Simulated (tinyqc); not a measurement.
# Film and buried-oxide thickness from two coupling ratios

Inverse problem. In a depleted film -dVT/dVb is k1 = Cs Cbox/(Cox (Cs + Cbox)) for a front channel and k2 = Cbox (Cox + Cs)/(Cox Cs) for a back channel, with Cox = eps0 eox/tox, Cs = eps0 eps_r/ts, Cbox = 3.9 eps0/tb. Find ts and tb.

Inputs (values chosen for the exercise); band and dielectric values close to those of silicon: relative permittivity eps_r = 11.7; relative permittivity of the gate insulator (close to hafnium oxide) eox = 22.4; insulator thickness tox = 6.3 nm.

coupling ratios for a front and a back channel: 0.034277344  0.22581019

Solution. With y = Cox/Cs and z = Cox/Cbox, 1/k1 = y + z and k2 = (1 + y)/z, so y = (k2/k1 - 1)/(1 + k2); the thicknesses follow from y and z.

ts = 15.00 nm
tb = 27.00 nm

Program tinyqc, `OMP_NUM_THREADS=1 python tinyqc.py 2190010 2190011 out.jsonl`; Intel Xeon 2.30GHz, shared host, one thread, about 0.4 s.
